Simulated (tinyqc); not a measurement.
Channels and transmission from two resistances.

Problem. In a quantum Hall bar with M edge channels and a constriction of summed transmission Tc, the Hall resistance is R(2,6) = (h/q^2)/M and the longitudinal one across the constriction R(2,3) = (h/q^2)(1/Tc - 1/M). Find M and Tc.

Constants: q = 1.602176634e-19 C, h = 6.62607015e-34 J s. Results are converted to the units shown.

R(2,3) = 1.2267473 kohm
R(2,6) = 5.1625615 kohm

Solution. M = (h/q^2)/R(2,6), and the sum of the two resistances is (h/q^2)/Tc.

M = 5
Tc = 4.040

Program tinyqc, `OMP_NUM_THREADS=1 python tinyqc.py 2700009 2700010 out.jsonl`; Intel Xeon 2.30GHz, shared host, one thread, about 0.01 s.
